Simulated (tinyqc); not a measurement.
## Input admittance of a MOSFET at zero drain bias: distributed channel and distributed gate: effect of the channel length

Source and drain grounded, strong inversion, w = 2 pi f, Cox = eps0 eox/tox. The channel is an RC line of resistance 1/(mu Cox Vo) per square fed from both ends, so one finger has the intrinsic admittance y = i w Cox L tanh(g)/g per width, g = (1/2) sqrt(i w tau), tau = L^2/(mu Vo). The vertical resistance rv/L is in series with y, the overlaps 2 i w Cov in parallel: y_t = 1/(1/y + rv/L) + 2 i w Cov. The gate strip is a line of Rsh/L per length loaded by y_t, so a finger has Y = y_t Wf tanh(k)/k, k = (Wf/sd) sqrt(y_t Rsh/L); the device has Nf Y.

Low-frequency limits, with c = Cox L and ct = c + 2 Cov: R_strip = Rsh Wf/(3 sd^2 L Nf), R_ch = (c/ct)^2 L/(12 mu Cox Vo Wf Nf), R_vert = (c/ct)^2 rv/(L Wf Nf), C = ct Wf Nf. Z = 1/(Nf Y) = R + 1/(i w C), Q = |Im Z|/R, far-point signal |1/cosh k|.

Parameters, values chosen for the exercise; values of the order met in silicon radio-frequency transistors:
- eox = 7.49 (relative permittivity of the gate insulator (close to silicon nitride))
- tox = 12 nm (insulator thickness)
- Wf = 15 um (finger width)
- Nf = 64 (number of fingers)
- mu = 170 cm^2/(V s) (channel mobility)
- Vo = 0.77 V (gate overdrive)
- Rsh = 5.9 ohm/square (sheet resistance of the gate)
- rv = 9.9 ohm um^2 (vertical resistivity of the gate stack)
- sd = 2 (number of ends at which a finger is contacted)
- Cov = 0.32 fF/um (overlap and fringe capacitance on each side)
- f = 6.7 GHz (frequency)

Constants: eps0 = 8.8541878128e-14 F/cm where lengths are in cm. Results are converted to the units shown.

Effect of the channel length:

| L (um) | w tau | \|k\| | R (ohm) | low-frequency R (ohm) | C (fF) | Q | signal at the far point |
|---|---|---|---|---|---|---|---|
| 0.03 | 0.0028944 | 0.61258 | 3.8537 | 3.8572 | 771.15 | 7.9932 | 0.98837 |
| 0.058 | 0.010819 | 0.48101 | 2.0136 | 2.0143 | 921.02 | 12.808 | 0.99545 |
| 0.11 | 0.038914 | 0.39811 | 1.1010 | 1.1012 | 1197.3 | 18.020 | 0.99770 |
| 0.22 | 0.15565 | 0.34328 | 0.65712 | 0.65722 | 1780.9 | 20.298 | 0.99826 |
| 0.42 | 0.56730 | 0.31361 | 0.59889 | 0.59912 | 2839.9 | 13.967 | 0.99730 |
| 0.8 | 2.0582 | 0.29441 | 0.88359 | 0.88640 | 4817.3 | 5.5808 | 0.99300 |
| 1.6 | 8.2329 | 0.25522 | 1.6809 | 1.7471 | 8188.2 | 1.7259 | 0.98415 |
| 3 | 28.944 | 0.17841 | 2.4936 | 3.3788 | 8929.0 | 1.0669 | 0.98926 |

As L goes from 0.03 to 3, R goes from 3.85 through a minimum of 0.599 (at L = 0.42 among the rows listed) to 2.49 ohm, C rises from 771 to 8930 fF and Q goes from 7.99 through a maximum of 20.3 (at L = 0.22 among the rows listed) to 1.07. R_strip falls as 1/L while R_ch grows with L, which gives the minimum of R.

Computed by the program tinyqc: `OMP_NUM_THREADS=1 python tinyqc.py 2262248 2262249 out.jsonl`, one thread of a shared Intel Xeon 2.30GHz, about 0.01 s for the whole run.
